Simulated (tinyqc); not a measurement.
Minority-electron transport through the base of a bipolar transistor (Moll-Ross and Kroemer integrals). From collector current density J_C back to base doping at the emitter edge N_0. Computed by tinyqc, a small Python program. Command: `OMP_NUM_THREADS=1 python tinyqc.py 3006604 3006605 out.jsonl base inv`. One thread of a shared host (Intel(R) Xeon(R) Processor @ 2.30GHz), about 0.01 s of CPU time with the checks.

Low injection, one dimension, x from the emitter edge (0) to the collector edge (W), s = x/W. Recombination is treated as a small correction (valid for tau_B well below tau_n), computed from the stored charge.

Inputs (values chosen for the exercise, modelled on SiGe):

| quantity | value | unit |
|---|---|---|
| intrinsic density n_i at the emitter edge | 8.2e+10 | 1/cm^3 |
| base width W | 520 | nm |
| mu_min | 120 | cm^2/(V s) |
| mu_max | 1120 | cm^2/(V s) |
| N_ref | 1.4e+17 | 1/cm^3 |
| base-emitter voltage V_BE | 0.62 | V |
| temperature T | 300 | K |
| doping ratio N_0/N(W) | 15 | - |

Base doping profile: exponential. Gap grading: none. Exit of the base: infinite sink.

Constants: k_B = 8.617333262e-05 eV/K; e = 1.602176634e-19 C.

Method. N(x) = N_0 (ratio)^(-s); n_i(x) = n_i; D(x) = (k_B T/e) mu, mu = mu_min + (mu_max - mu_min)/(1 + (N/N_ref)^0.7). With y(x) = N n_i^2/(D n_i(x)^2): base Gummel number G_B = int_0^W y dx; J_C = e n_i^2 exp(e V_BE/k_B T)/G_B; n(x) = (J_C/e)(n_i(x)^2/(N n_i^2)) [int_x^W y dx]; transit time tau_B = (e/J_C) int n dx; trapezoid rule on 401 even points.

Task: A run gave the result below. Find the base doping at the emitter edge N_0, known to lie between 5.7e+17 and 1.7e+18 1/cm^3.

collector current density J_C = 16.84452 A/cm^2

Result:

Each step takes the trial c = (a f_b - b f_a)/(f_b - f_a), f being the result less the target and a, b, c the logarithms of the listed values; c replaces end b, the old b replaces a if the sign of f changed, and otherwise f_a is halved.

Scan of the range:

| base doping at the emitter edge N_0 (1/cm^3) | collector current density J_C (A/cm^2) |
|---|---|
| 5.70e+17 | 35.5055 |
| 6.84e+17 | 27.8738 |
| 8.20e+17 | 21.8830 |
| 9.84e+17 | 17.1414 |
| 1.18e+18 | 13.4315 |
| 1.42e+18 | 10.4728 |
| 1.70e+18 | 8.2238 |

False position (Illinois rule, in the logarithm of the input) inside the bracket:

| step | end a | end b | trial | collector current density J_C (A/cm^2) |
|---|---|---|---|---|
| 1 | 9.84000e+17 | 1.18000e+18 | 9.98409e+17 | 16.8104 |
| 2 | 9.84000e+17 | 9.98409e+17 | 9.95698e+17 | 16.8718 |
| 3 | 9.98409e+17 | 9.95698e+17 | 9.96901e+17 | 16.8445 |
| 4 | 9.95698e+17 | 9.96901e+17 | 9.96900e+17 | 16.8445 |
| 5 | 9.95698e+17 | 9.96900e+17 | 9.96900e+17 | 16.8445 |
| 6 | 9.96900e+17 | 9.96900e+17 | 9.96900e+17 | 16.8445 |

Collector current density J_C falls at every point of a 13-point scan of the range (every second point is shown), so one value fits; it is bracketed by 9.84e17 and 1.18e18. Answer: base doping at the emitter edge N_0 = 9.969e17 1/cm^3.
